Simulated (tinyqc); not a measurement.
Band-to-band tunnelling across a p-n junction in a two-band chain: one step. Recursive Green function. Two cases, with inputs chosen for the exercise.

Task: g_1 = 1/(E - e_1 - S_L); g_j = 1/(E - e_j - t^2 g_(j-1)), with S_R also subtracted at the last site; G_1j = G_1(j-1) (-t) g_j, G_11 = g_1; e_j is the site level plus V_j. The self-energies stand in the order S_L, S_R.

Sites alternate A at -Eg/2 and C at +Eg/2 with hopping -t; near the edges, with k counted from the zone boundary pi/a, E^2 = (Eg/2)^2 + (t a k)^2, so t = sqrt(c Eg/m)/a gives the mass m, c = hbar^2/2m0. In the gap cosh(q a) = 1 + (Eg^2/4 - e^2)/(2 t^2), e the energy from the local mid-gap. The potential is V0 = Eg + ov on the p side (left), 0 on the n side, and falls linearly over the 2N sites of the junction, V_j = V0 (1 - j/(2N + 1)), j = 1 to 2N, site 1 being A. E = Eg/2 + x ov. A half chain that ends on a site of level e1 with neighbour e2 has g = (1 + z)/(E - e1), z = exp(-/+ i k a) the root with Im g < 0, cos(k a) = (E - e1)(E - e2)/(2 t^2) - 1. S_L = t^2 g (ending on C, shifted by V0), S_R = t^2 g (starting on A). T = 4 Im(S_L) Im(S_R) |G_(1,2N)|^2.

Case 1.

Values chosen (out of a larger set: gap and mass near those of InAs; not measured data): Eg = 0.373 eV (gap); N = 4 (periods in the small junction).

t = 1.973733 eV
V0 = 0.483000 eV
E = 0.231600 eV

S_L, S_R (eV): [-0.0324500-0.7591489i, 0.0225500-0.6478489i]

Case 2.

Values chosen (out of a larger set: gap and mass near those of InGaAs; not measured data): Eg = 0.756 eV (gap); N = 4 (periods in the small junction).

t = 1.658232 eV
V0 = 0.976000 eV
E = 0.466000 eV

S_L, S_R (eV): [-0.0660000-0.6359153i, 0.0440000-0.5336348i]

Give: Sweep; T.

Result:

Case 1.

Sweep:
```
j  e_j (eV)       g_j (1/eV)      G_1j (1/eV)
1    0.2428   0.0368-1.3162i   0.0368-1.3162i
2    0.5622  -0.0179-0.1934i   0.5037-0.0324i
3    0.1355   0.2785-1.2662i  -0.1960+1.2765i
4    0.4548  -0.0502-0.1894i  -0.4966+0.0533i
5    0.0282   0.5672-1.0485i   0.4456-1.0874i
6    0.3475  -0.1053-0.1849i   0.4894-0.0633i
7   -0.0792   0.6942-0.6936i  -0.5839+0.7568i
8    0.2402  -0.1462-0.1791i  -0.4361+0.0120i
```

T = 0.3744

Case 2.

Sweep:
```
j  e_j (eV)       g_j (1/eV)      G_1j (1/eV)
1    0.4896   0.1045-1.5656i   0.1045-1.5656i
2    1.1371  -0.0493-0.2213i   0.5831-0.0896i
3    0.2727   0.6872-1.2719i  -0.4756+1.3319i
4    0.9202  -0.1322-0.1973i  -0.5401+0.1365i
5    0.0558   0.8664-0.6074i   0.6384-0.7400i
6    0.7033  -0.2714-0.1730i   0.4997-0.1498i
7   -0.1611   0.6501-0.2252i  -0.4827+0.3481i
8    0.4864  -0.3891-0.2423i  -0.4513+0.0308i
```

T = 0.2778

Computed by tinyqc, one run a case: `OMP_NUM_THREADS=1 python tinyqc.py N N+1 out.jsonl` with N = 1480006, 1480083; one thread of a shared Intel(R) Xeon(R) Processor @ 2.30GHz, about 0.01 s a run at most.
